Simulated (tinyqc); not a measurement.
# Conduction-band offset of an n-N heterojunction from carrier-profile moments: effects of single changes

Layer 1 (x < 0) accumulates electrons and layer 2 (x > 0) is depleted. Boltzmann statistics. The bands bend down by V1 in layer 1 and up by V2 in layer 2, with V1 + V2 = VD = dE + Vt ln[(N2/Nc2)/(N1/Nc1)].

Values chosen for this exercise; values of the order of III-V alloys:
- T = 350 K (temperature)
- eps_r = 11.5 (relative permittivity of both layers)
- Nc1 = 5.2e17 cm^-3 (density of states of the narrow-gap layer 1)
- Nc2 = 1.4e18 cm^-3 (density of states of the wide-gap layer 2)
- N1 = 3.6e15 cm^-3 (donor density in layer 1)
- N2 = 1.8e16 cm^-3 (donor density in layer 2)
- si = 5.2e10 cm^-2 (fixed charge at the interface)

Constants: q = 1.602176634e-19 C, kB = 1.380649e-23 J/K, Vt = kB T/q, eps0 = 8.8541878128e-14 F/cm where lengths are in cm. Results are converted to the units shown.

Each table varies one quantity; the others keep the values above.

## An error in the interface position

A C-V profile smears n(x) but keeps its zeroth and first moments: si = -int (N - n) dx, VD = (q/(eps0 eps_r)) int (N - n) x dx, dE = VD - Vt ln[(N2/Nc2)/(N1/Nc1)]. With the step of N placed at xi and the moment taken about xi, VD changes by (q/(eps0 eps_r)) [si xi + (N2 - N1) xi^2/2] and si by (N2 - N1) xi.

Result of one run:

| xi (nm) | error of si (cm^-2) | error of dE (meV) |
|---|---|---|
| -15 | -2.160e10 | -9.724 |

What becomes of these results when the assumed position of the interface xi is changed from -15 to -7.5 nm, all else the same?

Result of the changed run:

| xi (nm) | error of si (cm^-2) | error of dE (meV) |
|---|---|---|
| -7.5 | -1.080e10 | -5.499 |

The whole series:

| xi (nm) | error of si (cm^-2) | error of dE (meV) |
|---|---|---|
| -30 | -4.320e10 | -14.35 |
| -22.5 | -3.240e10 | -12.67 |
| -15 | -2.160e10 | -9.724 |
| -7.5 | -1.080e10 | -5.499 |
| 0 | 0 | 0 |
| 7.5 | 1.080e10 | 6.774 |
| 15 | 2.160e10 | 14.82 |
| 22.5 | 3.240e10 | 24.15 |
| 30 | 4.320e10 | 34.74 |

Among the rows the error of dE lies between -14.4 and 34.7 meV, with a linear part from si; the error of si is linear, 1.44e9 cm^-2 a nanometre.

## Effect of the offset

Sheet densities from the first integral: Q1 = sqrt((2 eps0 eps_r Vt N1/q)(exp(u1) - u1 - 1)) extra electrons, Q2 = sqrt((2 eps0 eps_r Vt N2/q)(exp(-u2) + u2 - 1)) missing ones, u = V/Vt; neutrality Q1 = Q2 + si.

Effect of the offset:

| dE (eV) | VD (V) | V1 (V) | Q1 (cm^-2) | n(0-)/Nc1 |
|---|---|---|---|---|
| 0.06 | 0.07867 | 0.06220 | 8.140e10 | 0.05444 |
| 0.12 | 0.1387 | 0.08482 | 1.331e11 | 0.1153 |
| 0.19 | 0.2087 | 0.1018 | 1.852e11 | 0.2024 |
| 0.25 | 0.2687 | 0.1117 | 2.225e11 | 0.2808 |
| 0.31 | 0.3287 | 0.1191 | 2.546e11 | 0.3594 |
| 0.37 | 0.3887 | 0.1251 | 2.831e11 | 0.4377 |
| 0.44 | 0.4587 | 0.1307 | 3.130e11 | 0.5284 |
| 0.5 | 0.5187 | 0.1349 | 3.364e11 | 0.6057 |

What does the comparison show?

Q1 rises from 8.14e10 to 3.36e11 cm^-2, as VD^(0.59) between the last two rows. Layer 1 takes 79.1 % of VD in the first row and 26.0 % in the last: accumulation charge grows exponentially with V1, so most of a large offset falls across the depleted side. For dE = 0.44, 0.5 n(0-) nears or passes Nc1, where degeneracy and quantisation lower Q1.

Numbers from tinyqc (`OMP_NUM_THREADS=1 python tinyqc.py 2410137 2410138 out.jsonl`; about 0.1 s on one thread of a shared Intel Xeon 2.30GHz).
